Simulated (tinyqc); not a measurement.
The choice of windows: band offset from the macroscopic average of a supercell potential.

A model of the planar-averaged electrostatic energy of an electron in a periodic cell of N1 periods of A (L1 = N1 n1 h) and N2 periods of B (L2 = N2 n2 h), on z_j = j h: V(z) = f VA + (1 - f) VB + F t(z), VA = V1[0] + V1[1] cos(2 pi z/(n1 h)) + V1[2] cos(4 pi z/(n1 h)), VB the same with V2, n2 and z - L1. f = [tanh(z/w) - tanh((z - L1)/w) + tanh((z - L1 - L2)/w)]/2 + 1/2; t(z) = z - L1/2 in A and (L1/L2)(L1 + L2/2 - z) beyond, so that the cell is periodic.

Running mean over n points, periodic: for odd n the plain mean of the n points centred on j; for even n the n + 1 points with half weight at both ends. The macroscopic average applies the mean over n1 points and then over n2 points.

Parameters, chosen for this exercise (gaps near those of Si and SiO2; shifted at random, so the results belong to these values and not to a real crystal): h = 0.35 angstrom (grid step); n1 = 6 (grid points per period of A); n2 = 5 (grid points per period of B); N1 = 5 (periods of A); N2 = 4 (periods of B); V1 = (-6.84, 4.81, 0.75) eV (mean and two harmonics of the potential in A); V2 = (-5.97, 2.63, -0.21) eV (the same in B); w = 0.4 angstrom (width of the interfaces); F = 0 eV/angstrom (slope in A from opposite charges on the two interfaces).

dV read at j = 15 and 40 after means over the numbers of points listed; ripple is the spread over the five points around each.

Results:

| windows | dV (eV) | ripple in A (meV) | ripple in B (meV) |
|---|---|---|---|
| none | 7.350 | 6090 | 4613 |
| 6 only | 0.505 | 0 | 649 |
| 5 only | 1.982 | 1668 | 0 |
| 7 only | -0.551 | 1191 | 1113 |
| 7, 6 | 0.951 | 0 | 149 |
| 6, 5 | 0.870 | 0 | 0 |

Which rows can be used, and how does a wrong window show?

The last row matches both periods and lies 0 meV from the value of a thick cell, V2[0] - V1[0] = 0.870 eV. Against it the raw potential errs by +6.48 eV. No other row is within 20 meV of it. A window one point too long leaves a ripple of 1191 meV in A, against 0 meV in the last row: the ripple is the sign to look for. Rows to use, with under 30 meV of ripple in both regions once the tilt is taken off: 6, 5. A row with a large ripple can hit the right value only by chance.

Run: tinyqc, `OMP_NUM_THREADS=1 python tinyqc.py 1850040 1850041 out.jsonl`; Intel(R) Xeon(R) Processor @ 2.30GHz, one thread, shared host; about 0.01 s of CPU time with all checks.
